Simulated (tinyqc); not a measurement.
Ballistic Schottky-barrier transistor with a two-dimensional channel, WKB contacts: two steps of the calculation.

Source Fermi level 0, drain Fermi level -Vd. Far from the contacts Ec = pn - psi, and the gate moves psi one to one; the band edges relax as exp(-x/lam) from pn at the source and pn - Vd at the drain; Ev = Ec - Eg. A carrier of energy w inside the channel band meets at a contact a barrier of height D (the contact edge beyond the channel edge): T = 1 for w >= D, else exp(-S), S = 4 lam sqrt(m/C) [sqrt(D - w) - sqrt(w) arctan sqrt((D - w)/w)], C = hbar^2/(2 m0). The two contacts combine as Ts Td/(Ts + Td - Ts Td).

Parameters, values chosen for the exercise; channel values close to those of a molybdenum disulphide layer: temperature T = 300 K; barrier for electrons at both contacts pn = 0.51 eV; electron mass mn = 0.46 m0; valleys or subbands g = 2; screening length at the contacts lam = 4.8 nm; drain bias Vd = 0.1 V; band shift psi of the channel by the gate ps = 0.53 V; energy of one carrier inside the channel band w0 = 0.29 eV; upper end of the grid wm = 0.71 eV; points of the grid nE = 15.

Constants: q = 1.602176634e-19 C, kB = 1.380649e-23 J/K, hbar = 1.054571817e-34 J s, h = 6.62607015e-34 J s, m0 = 9.1093837015e-31 kg, Vt = kB T/q, hbar^2/(2 m0) = 0.0380998212 eV nm^2. Results are converted to the units shown.

Question 1. Transmission of one of the electrons. S and T at both contacts for w = w0, and the tunnelling distance lam ln(D/w) at the higher barrier.

D for electrons (eV): source 0.53000000, drain 0.43000000

Wanted: S at the source; S at the drain; combined T; tunnelling distance.

Answer 1.

S at the source = 6.164
S at the drain = 3.146
combined T = 0.002011
tunnelling distance = 2.894 nm

Question 2. Current of the electrons on a coarse grid. I/W = g (2 q^2/h) int T(w) [N(Es + w) - N(Ed + w)] dw with w the energy of motion along the channel, N(y) = (1/2 pi) sqrt(pi m kB T/C) Fm(-y/kB T), Fm(x) = (1/sqrt(pi)) int_0^infinity u^(-1/2)/(1 + exp(u - x)) du. Electrons: Ds = psi, Dd = psi - Vd, Es = Ec, Ed = Ec + Vd. Holes: Ds = -psi, Dd = Vd - psi, Es = -Ev, Ed = -Ev - Vd. The size of each current is taken; both flow from drain to source and add. Simpson's rule on nE equally spaced w from 0 to wm.

Wanted: w; Ts; Td; T; size of the supply difference; current.

Answer 2.

```
point,w (eV),Ts,Td,T,size of the supply difference (1/um)
0,0.00000,8.0700e-22,1.0017e-19,8.0055e-22,139.12
1,0.05071,1.3758e-12,1.3124e-10,1.3616e-12,38.727
2,0.10143,2.2326e-9,1.6102e-7,2.2021e-9,6.4160
3,0.15214,3.5629e-7,1.9051e-5,3.4975e-7,0.92598
4,0.20286,1.6662e-5,6.4442e-4,1.6243e-5,0.13069
5,0.25357,3.4697e-4,0.0094002,3.3473e-4,0.018388
6,0.30429,0.0039658,0.072007,0.0037730,0.0025858
7,0.35500,0.027981,0.31831,0.026399,3.6361e-4
8,0.40571,0.13024,0.81849,0.12658,5.1130e-5
9,0.45643,0.41153,1.0000,0.41153,7.1897e-6
10,0.50714,0.86281,1.0000,0.86281,1.0110e-6
11,0.55786,1.0000,1.0000,1.0000,1.4216e-7
12,0.60857,1.0000,1.0000,1.0000,1.9990e-8
13,0.65929,1.0000,1.0000,1.0000,2.8110e-9
14,0.71000,1.0000,1.0000,1.0000,3.9527e-10
```

current = 3.0189e-4 uA/um

Range of the model: No scattering, image-force lowering, channel charge or band-to-band tunnelling; parabolic kappa overstates S deep in the gap.

tinyqc, about 0.2 s, one thread, Intel Xeon 2.30GHz (shared host): `OMP_NUM_THREADS=1 python tinyqc.py 2390153 2390154 out.jsonl`
